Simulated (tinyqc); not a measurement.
# From relaxation time tau back to grain size d

Model: thermal stress and diffusional relaxation in a metal film: Coble and Nabarro-Herring creep, cooling and holds. Computed by tinyqc, a small Python program. Command: `OMP_NUM_THREADS=1 python tinyqc.py 3028627 3028628 out.jsonl creep inv`. One thread of a shared host (Intel(R) Xeon(R) Processor @ 2.30GHz), about 0.03 s of CPU time with the checks.

A thin film on a rigid substrate is stress-free at T0. Tension is positive and the film creeps linearly: d sigma/dt = -M (mismatch) dT/dt - sigma/tau.

Inputs (values chosen for the exercise, modelled on silver films on silicon):

| quantity | value | unit |
|---|---|---|
| biaxial modulus M | 128 | GPa |
| expansion mismatch | 16.5 | 1e-6/K |
| atomic volume Omega | 17 | angstrom^3 |
| lattice prefactor D0 | 4.1e-05 | m^2/s |
| lattice energy E | 1.88 | eV |
| boundary prefactor (delta D_b)0 | 6.2e-15 | m^3/s |
| boundary energy E_b | 0.963 | eV |
| stress-free temperature T0 | 350 | C |
| hold temperature T | 150 | C |
| hold time t | 0.01 | h |

Constants: k_B = 1.380649e-23 J/K; k_B = 8.617333262e-05 eV/K.

Method:
- Thermoelastic slope = M x mismatch; sigma_0 = slope x (T0 - T).
- Creep rate per stress: Nabarro-Herring 14 D Omega/(k_B T d^2), Coble (14 pi) delta D_b Omega/(k_B T d^3), with D = D0 exp(-E/(k_B T)), delta D_b = (delta D_b)0 exp(-E_b/(k_B T)); 1/tau = M x (sum of both)/2 (biaxial strain rate is half the uniaxial one).
- Temperatures in kelvin are T(C) + 273.15.
- sigma(t) = sigma_0 exp(-t/tau), relaxed part sigma_0 - sigma(t); the grain size where both mechanisms are equal is pi delta D_b/D.

Problem. A run gave the result below. Find the grain size d, known to lie between 0.15 and 0.22 um.

relaxation time tau = 0.007229512 h

Solution.

Each step takes the trial c = (a f_b - b f_a)/(f_b - f_a), f being the result less the target and a, b, c the logarithms of the listed values; c replaces end b, the old b replaces a if the sign of f changed, and otherwise f_a is halved.

Scan of the range:

| grain size d (um) | relaxation time tau (h) |
|---|---|
| 0.150 | 0.0054415 |
| 0.160 | 0.0066040 |
| 0.170 | 0.0079213 |
| 0.182 | 0.0097199 |
| 0.194 | 0.0117721 |
| 0.206 | 0.0140945 |
| 0.220 | 0.0171678 |

False position (Illinois rule, in the logarithm of the input) inside the bracket:

| step | end a | end b | trial | relaxation time tau (h) |
|---|---|---|---|---|
| 1 | 0.160000 | 0.170000 | 0.164673 | 0.00719971 |
| 2 | 0.170000 | 0.164673 | 0.164890 | 0.00722817 |
| 3 | 0.170000 | 0.164890 | 0.164909 | 0.00723073 |
| 4 | 0.164890 | 0.164909 | 0.164900 | 0.00722951 |
| 5 | 0.164909 | 0.164900 | 0.164900 | 0.00722951 |

Relaxation time tau rises at every point of a 13-point scan of the range (every second point is shown), so one value fits; it is bracketed by 0.160 and 0.170. The scan shows a pure power law with exponent 3.000, so scaling from any one row also gives the answer directly. Answer: grain size d = 0.1649 um.
